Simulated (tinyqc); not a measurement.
Crystal pulling from the melt: segregation, interface stability, heat balance and point-defect regime: one step, computed by the program tinyqc. Command: `OMP_NUM_THREADS=1 python tinyqc.py 3009805 3009806 out.jsonl pull walk`. One thread of a shared host (Intel(R) Xeon(R) Processor @ 2.30GHz), about 0.01 s of CPU time with the checks.

A dilute solute; steady pulling with a flat interface unless it is found unstable.

Question. Boundary layer and effective coefficient. delta = 1.61 D^(1/3) nu^(1/6) omega^(-1/2), omega = 2 pi rpm/60; k_eff = k0/[k0 + (1 - k0) exp(-V delta/D)] (Burton, Prim and Slichter); the melt at the interface is enriched by k_eff/k0.

Inputs (values chosen for the exercise, modelled on boron in silicon):

| quantity | value | unit |
|---|---|---|
| equilibrium coefficient k0 | 0.84 | - |
| diffusivity in the melt D | 0.00018 | cm^2/s |
| kinematic viscosity nu | 0.0025 | cm^2/s |
| crystal rotation | 20 | rpm |
| pull rate V | 0.69 | mm/min |

Give: boundary layer delta; V delta/D; k_eff; enrichment at the interface.

Answer.

boundary layer delta = 231.4 micrometre

V delta/D = 0.1478

k_eff = 0.8589

enrichment at the interface = 1.022

k_eff has moved 11.8 % of the way from k0 to 1. A 10 % ripple of V gives striations of 0.21 % in C_s, since d ln k_eff/d ln V = (1 - k_eff) V delta/D.
